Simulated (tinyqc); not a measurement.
Tunnelling through a two-layer gate stack, WKB transmission and Tsu-Esaki current: one step of the calculation.

Electrons leave the emitter at x = 0. Energies E (motion across the layers) are in eV from the emitter Fermi level; the collector Fermi level lies at -V and offers states at every E. No charge in the dielectric and no image force: F1 = V/(t1 + t2 eps1/eps2), F2 = F1 eps1/eps2; U = phi1 - F1 x in layer 1 and phi2 - F1 t1 - F2 (x - t1) in layer 2. With C = hbar^2/(2 m0), kappa = sqrt(m (U - E)/C) where U > E and 0 elsewhere; T(E) = exp(-S), S = 2 times the integral of kappa over x.

Problem. WKB exponent by the midpoint rule. Cut each layer into nc equal cells, take U and kappa at the cell centres, and sum S = 2 sum kappa h.

Values chosen for this exercise; layer 1 close to silicon dioxide, layer 2 close to hafnium oxide: barrier of layer 1 above the emitter Fermi level at zero bias phi1 = 3.04 eV; tunnelling mass of layer 1 m1 = 0.48 m0; thickness of layer 1 t1 = 0.6 nm; relative permittivity of layer 1 eps1 = 4.07; barrier of layer 2 at zero bias phi2 = 1.57 eV; tunnelling mass of layer 2 m2 = 0.21 m0; thickness of layer 2 t2 = 2.9 nm; relative permittivity of layer 2 eps2 = 23; voltage across the dielectric V = 0.7 V; energy of the electron followed E = -0.13 eV; cells in each layer nc = 4.

Constants: q = 1.602176634e-19 C, hbar = 1.054571817e-34 J s, m0 = 9.1093837015e-31 kg, hbar^2/(2 m0) = 0.0380998212 eV nm^2. Results are converted to the units shown.

Give: x; U; kappa; S; T(E).

Solution.

x, cell 0 to 7 (nm): [0.0750, 0.2250, 0.3750, 0.5250, 0.9625, 1.6875, 2.4125, 3.1375]
U, cell 0 to 7 (eV): [2.9928, 2.8985, 2.8042, 2.7099, 1.1524, 1.0717, 0.9910, 0.9103]
kappa, cell 0 to 7 (1/nm): [6.2724, 6.1769, 6.0800, 5.9815, 2.6586, 2.5736, 2.4857, 2.3946]
S = 22.016
T(E) = 2.7439e-10

Numbers from tinyqc (`OMP_NUM_THREADS=1 python tinyqc.py 2540125 2540126 out.jsonl`; about 0.05 s on one thread of a shared Intel Xeon 2.30GHz).
